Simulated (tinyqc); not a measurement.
Inside a calculation. Method: Pariser-Parr-Pople SCF with singles CI, for the molecule C1=CC=CC=CC=C1 (SMILES; centres numbered as the heavy atoms are written). One step of it, computed by the program tinyqc.

Problem. Iteration 3: orbitals and new P. Diagonalise F (the basis is taken as orthonormal) and form P = 2 sum c c over the lowest orbitals; 0.3 of the old P is kept.

F (eV), lower triangle:
```
           1C         2C         3C         4C         5C         6C         7C         8C
1C  -6.009557
2C  -5.074109  -3.871195
3C   0.584938  -4.385973  -6.009557
4C   0.340030  -0.585048  -5.074109  -3.871195
5C  -0.384280   0.070429   0.584938  -4.385973  -6.009557
6C   0.070429   0.384360   0.340030  -0.585048  -5.074109  -3.871195
7C   0.584938   0.340030  -0.384280   0.070429   0.584938  -4.385973  -6.009557
8C  -4.385973  -0.585048   0.070429   0.384360   0.340030  -0.585048  -5.074109  -3.871195
```

pi electrons, sum of z_r less the charge = 8

P after iteration 2, lower triangle:
```
           1C         2C         3C         4C         5C        6C        7C        8C
1C   1.280108
2C   0.690768   0.719892
3C  -0.232143   0.513673   1.280108
4C  -0.169578   0.232143   0.690768   0.719892
5C   0.205714  -0.035124  -0.232143   0.513673   1.280108
6C  -0.035124  -0.205714  -0.169578   0.232143   0.690768  0.719892
7C  -0.232143  -0.169578   0.205714  -0.035124  -0.232143  0.513673  1.280108
8C   0.513673   0.232143  -0.035124  -0.205714  -0.169578  0.232143  0.690768  0.719892
```

Give: orbital energies; P after iteration 3.

Solution.

orbital energies (eV): -13.9945  -11.9597  -11.9597  -7.7331  -2.1474  2.0789  2.0789  4.1136

P after iteration 3, lower triangle:
```
         1C       2C       3C       4C       5C      6C      7C      8C
1C   1.2880
2C   0.6987   0.7120
3C  -0.2286   0.5047   1.2880
4C  -0.1716   0.2286   0.6987   0.7120
5C   0.1974  -0.0321  -0.2286   0.5047   1.2880
6C  -0.0321  -0.1974  -0.1716   0.2286   0.6987  0.7120
7C  -0.2286  -0.1716   0.1974  -0.0321  -0.2286  0.5047  1.2880
8C   0.5047   0.2286  -0.0321  -0.1974  -0.1716  0.2286  0.6987  0.7120
```
